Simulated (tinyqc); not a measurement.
What sets the wire resistivity: free and nearly free electrons in a metal.

The cubic cell holds 2 atoms: n = 2 z/a^3, kF = (3 pi^2 n)^(1/3), EF = c kF^2/m, vF = 2 c kF/(m hbar), c = hbar^2/2m0; rs = (3/(4 pi n))^(1/3)/a0; D(EF) = 3 n/(2 EF).

Square wire of width w with grain size w: rho/rho0 = 1/(1 - 3 al/2 + 3 al^2 - 3 al^3 ln(1 + 1/al)) + (3/4) (1 - p) l/w, with al = (l/w) Rg/(1 - Rg) (Mayadas-Shatzkes plus the thick-wire form of Fuchs-Sondheimer); l = hbar kF/(n e^2 rho), e = 1.602176634e-19 C.

Constants: hbar^2/2m0 = 3.80998211 eV angstrom^2; hbar = 6.58211957e-16 eV s; a0 (Bohr radius) = 0.5291772105 angstrom.

Values chosen for the exercise (near those of W, whose d bands this model ignores; the results hold for these values, not for the real material): a = 3.165 angstrom (bcc lattice constant); z = 2 (free electrons an atom); m = 1 m0 (mass); rho = 6.07 micro-ohm cm (bulk resistivity); p = 0.2 (specularity of the surfaces); Rg = 0.11 (reflection at grain boundaries); w = 10 nm (wire width).

All results formed anew.

One parameter was then changed.

Results before and after:
```
case     EF (eV)  l (nm)  wire rho (micro-ohm cm)
base       9.173    8.32                   10.011
changed    8.646    8.83                   10.250
```

Which of these changes was made? (a) p = 0.5; (b) rho = 7.284 micro-ohm cm; (c) a = 3.26 angstrom; (d) Rg = 0.077; (e) w = 7 nm; (f) m = 1.2 m0.

Answer: (c) a = 3.26 angstrom. Of the candidates, run in turn, only this one gives the changed row.

All candidates:
```
case                      EF (eV)  l (nm)  wire rho (micro-ohm cm)
base                        9.173    8.32                   10.011
a = 3.26 angstrom           8.646    8.83                   10.250
m = 1.2 m0                  7.644    8.32                   10.011
rho = 7.284 micro-ohm cm    9.173    6.94                   11.228
p = 0.5                     9.173    8.32                    8.874
Rg = 0.077                  9.173    8.32                    9.720
w = 7 nm                    9.173    8.32                   11.690
```

The mass drops out of l at given rho, because vF falls and tau rises by the same factor.

tinyqc: `OMP_NUM_THREADS=1 python tinyqc.py 1680938 1680939 out.jsonl`; about 0.01 s, one thread, shared Intel(R) Xeon(R) Processor @ 2.30GHz.
